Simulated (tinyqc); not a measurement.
## Coupling and lever arm from microwave spectroscopy

Inverse problem. A charge qubit absorbs at h f = sqrt(ep^2 + 4 tc^2), ep = al (V - V0). Find al, V0 and tc.

Constants: q = 1.602176634e-19 C, h = 6.62607015e-34 J s. Results are converted to the units shown.

gate voltage (mV): [0.4075, 0.495, 0.565]
resonance frequency Om/h (GHz): [9.0783522, 8.1155965, 13.107470]

Answer. (h f)^2 is a parabola in V: its curvature gives al, its vertex V0 and 4 tc^2.

al = 0.430 eV/V
V0 = 0.460 mV
tc = 15.0 ueV

tinyqc, about 0.01 s, one thread, Intel Xeon 2.30GHz (shared host): `OMP_NUM_THREADS=1 python tinyqc.py 2470117 2470118 out.jsonl`
